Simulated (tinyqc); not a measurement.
Electron-beam lithography: double-Gaussian proximity function, edge placement and dose correction for parallel lines: one step, computed by the program tinyqc. Command: `OMP_NUM_THREADS=1 python tinyqc.py 3113461 3113462 out.jsonl proximity walk`. One thread of a shared host (Intel(R) Xeon(R) Processor @ 2.30GHz), about 0.01 s of CPU time with the checks.

Lines are infinitely long. Absorbed energy is counted so that the middle of a very large area written at dose 1 receives 1; the resist develops where it exceeds 1/2.

Question. Dose correction. Uncorrected edge energies are M 1. Solve M d = 1/2 for the doses d that put the mean edge energy of every line at the threshold.

M:
```
,1,2,3,4,5
1,0.4729236,0.0020636,0.0168392,0.0005571,0.0007525
2,0.1786311,0.2841951,0.0293749,0.0010092,0.0013785
3,0.1476952,0.0031971,0.3109660,0.0010606,0.0014614
4,0.1324692,0.0031052,0.0299874,0.2819473,0.0014823
5,0.1275154,0.0030635,0.0298413,0.0010706,0.2823822
```

Give: edge energies at dose 1; corrected doses; largest over smallest dose.

Answer.

edge energies at dose 1: 1 0.4931, 2 0.4946, 3 0.4644, 4 0.4490, 5 0.4439

corrected doses: 1 1.010, 2 1.000, 3 1.108, 4 1.164, 5 1.182

largest over smallest dose = 1.182
